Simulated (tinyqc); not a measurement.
Worked calculation: deep level with several charge states, and Shockley-Read-Hall recombination. Values are carried at full precision from step to step, so a last printed digit may differ when a step is redone from the rounded ones.

Energies from Ev. The defect has charge states +1, 0, -1 with weights 1, gm exp((EF - E1)/kT), exp((2 EF - E1 - E2)/kT); the shares are the weights over their sum. Boltzmann carriers: n = Nc exp((EF - Eg)/kT), p = Nv exp(-EF/kT). Neutrality: p - n + Nd + Nt <q> = 0.

Constants: kB = 8.617333262e-05 eV/K.

Parameters, chosen for this exercise (gap and densities of states near those of SiC at this temperature; the results hold for these values, not for the real material): Eg = 3.193 eV (gap); Nc = 3.31e+19 1/cm^3 (conduction-band density of states); Nv = 6.09e+19 1/cm^3 (valence-band density of states); T = 450 K; E1 = 1.811 eV (level (+1/0) above Ev); E2 = 1.749 eV (level (0/-1) above Ev); gm = 1 (degeneracy of the middle state, the others 1); Nt = 5e+14 1/cm^3 (defects); Nd = 6e+13 1/cm^3 (ionised shallow donors minus acceptors); E_try = 1.921 eV (trial Fermi level); Et = 1.749 eV (recombination level above Ev); sn = 3.7e-16 cm^2 (electron capture cross-section); sp_ = 3.2e-16 cm^2 (hole capture cross-section); vth = 24000000 cm/s (thermal velocity, both carriers); Nm = 5e+15 1/cm^3 (equilibrium electrons for the lifetime steps); dn = 4.7e+14 1/cm^3 (excess pairs).

## Charge states at a trial Fermi level

Form the exponents, the shares, the mean charge and the residual of neutrality at EF = E_try.

exponents of the second and third weights: [2.837, 7.272]

shares: +1 0.0007, 0 0.0117, -1 0.9876

<q> = -0.9869

n, p (1/cm^3): [1.88e+05, 0.0186]

residual = -4.33e+14 1/cm^3

The residual is negative, so EF must fall.

## The neutral state

Solve for EF.

EF = 1.7857 eV

shares at EF: +1 0.349, 0 0.182, -1 0.469

n = 5.74e+03 1/cm^3
p = 0.610 1/cm^3

Without the defects the majority density would be 6.00e+13 1/cm^3; with them the density of these carriers is 5.74e+03, so the defects have removed nearly all of those carriers. Most defects are in the state -1. The level order is inverted (negative U), so the middle state is never the most common.

## Recombination through one level

One level at Et with degeneracy 1: tn = 1/(sn vth Nt), tp = 1/(sp_ vth Nt), n1 = Nc exp((Et - Eg)/kT), p1 = Nv exp(-Et/kT), ni^2 = n1 p1. Equilibrium n0 = Nm, p0 = ni^2/Nm; n = n0 + dn, p = p0 + dn. U = (n p - ni^2)/(tp (n + n1) + tn (p + p1)), lifetime dn/U; emission rates en = sn vth n1, ep = sp_ vth p1.

Evaluate each quantity.

tn, tp (microsecond): [0.2252, 0.2604]

n1, p1 (1/cm^3): [2.23e+03, 1.57]

U = 1.68e+21 1/(cm^3 s)
lifetime = 0.280 microsecond

The lifetime is 1.074 times the minority capture time tp and 0.576 times tn + tp, the limit of high injection.

## Emission and generation in a depleted region

With n = p = 0 the level generates pairs at G = Nt en ep/(en + ep); generation lifetime tg = ni/G; current density e G W for a width W = 1 micrometre, e = 1.602176634e-19 C.

en, ep (1/s): [1.98e-05, 1.21e-08]

G = 6.04e+06 1/(cm^3 s)
tg = 9.81 microsecond
current density = 9.67e-17 A/cm^2

The slower step, hole emission, limits the rate: en/ep = 1.64e+03.

## Checks

- U against hole capture minus emission at the steady occupation of the level (1/(cm^3 s)): both 1.680e+21.

Program tinyqc; command `OMP_NUM_THREADS=1 python tinyqc.py 1650684 1650685 out.jsonl`; about 0.01 s on one thread of a shared Intel(R) Xeon(R) Processor @ 2.30GHz.
